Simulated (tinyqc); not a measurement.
# Harmonic transition-state theory with quantum, tunnelling and friction corrections, step by step

A worked calculation. Computed by tinyqc, a small Python program that keeps every step. Command: `OMP_NUM_THREADS=1 python tinyqc.py 3019980 3019981 out.jsonl rates walk`. One thread of a shared host (Intel(R) Xeon(R) Processor @ 2.30GHz), about 0.07 s of CPU time with the checks. Intermediate numbers are printed to about 6 digits and carried at full precision; extremes and crossings named in words are read from the listed rows.

One atom hops between equivalent sites; three modes at the minimum and two real modes at the saddle are treated as harmonic, the rest of the crystal as unchanged; melting is ignored, so hot rows may lie above the melting point.

Inputs (values chosen for the exercise, modelled on interstitial copper in silicon):
```
quantity                                value      unit
barrier E_b                             0.188        eV
imaginary frequency at the saddle nu_b   3.81       THz
temperature T                             133         K
jump length d                            2.35  angstrom
number of jump directions z                 4         -
mass ratio of the heavier isotope        1.03         -
```

Lattice of sites: three-dimensional. Correction studied: isotope.

frequencies at the minimum (THz): 4.71  6.1  7.44

real frequencies at the saddle (THz): 6.23  8.65

Constants: k_B = 8.617333262e-05 eV/K; h x 1 THz = 4.135667696 meV.

## Classical rate and diffusivity

Vineyard: nu* = product of minimum frequencies / product of real saddle frequencies; k_cl = nu* exp(-E_b/(k_B T)). Activation entropy S = k_B ln(nu* h/(k_B T)); for uncorrelated jumps D = z k d^2/6 and D0 = z nu* d^2/6; 1 angstrom^2 = 1e-16 cm^2.

prefactor nu* = 3.96661 THz

classical rate k_cl = 298210 1/s

activation entropy in the Eyring form = 0.358606 k_B

classical diffusivity D = 1.09791e-10 cm^2/s

prefactor D0 = 0.00146037 cm^2/s

Caution: h nu exceeds k_B T, so zero-point and tunnelling corrections to the classical rate matter.

## Quantum harmonic rate

Quantum harmonic: k_q = (k_B T/h) [prod 2 sinh(x_i/2) (minimum) / prod 2 sinh(x_j/2) (saddle)] exp(-E_b/(k_B T)), x = h nu/(k_B T). Zero-point correction to the barrier = (h/2)(sum of saddle frequencies - sum of minimum frequencies).

x at the minimum: 1.69958  2.20116  2.68469

x at the saddle: 2.24807  3.12131

zero-point correction = -6.96860 meV

quantum harmonic rate k_q = 303119 1/s

ratio k_q/k_cl = 1.01646

To second order in x the ratio is 1 + (sum x_i^2 - sum x_j^2)/24 = 1.0060.

## Tunnelling factors

With u = h nu_b/(k_B T): Wigner factor 1 + u^2/24; parabolic barrier (Bell) (u/2)/sin(u/2), valid above T_c = h nu_b/(2 pi k_B); symmetric Eckart barrier: kappa = int_0^infinity P(E) exp(-(E - E_b)/(k_B T)) dE/(k_B T), P = (cosh 2a - 1)/(cosh 2a + cosh 2d), a = alpha sqrt(E/E_b), alpha = 2 pi E_b/(h nu_b), 2d = 2 sqrt(alpha^2 - pi^2/4).

u = 1.37482

crossover temperature T_c = 29.1017 K

Wigner factor = 1.07876

Bell factor = 1.08332

Eckart factor = 1.08781

T/T_c = 4.57: tunnelling is a small correction.

## Isotope effect over temperature

All frequencies of the heavier isotope are divided by sqrt(mass ratio); each column is light over heavy.

Rate ratios:
```
T (K)  classical  quantum harmonic  with Eckart tunnelling
53       1.01489           1.02369                 1.04188
66       1.01489           1.02016                 1.03102
86       1.01489           1.01751                 1.02363
110      1.01489           1.01618                 1.01985
130      1.01489           1.01566                 1.01829
200      1.01489           1.01509                 1.01622
270      1.01489           1.01497                 1.01561
400      1.01489           1.01492                 1.01522
```

The classical ratio is sqrt(mass ratio) = 1.0149 at any T. The quantum ratio is 1.0237 in the coldest row, above it, as the minimum holds more zero-point energy than the saddle; tunnelling multiplies it by a further 1.018. In the hottest row the full ratio is 1.0152.

Checks made by the program: quantum rate against the classical one at very high temperature (relative difference 1e-10).
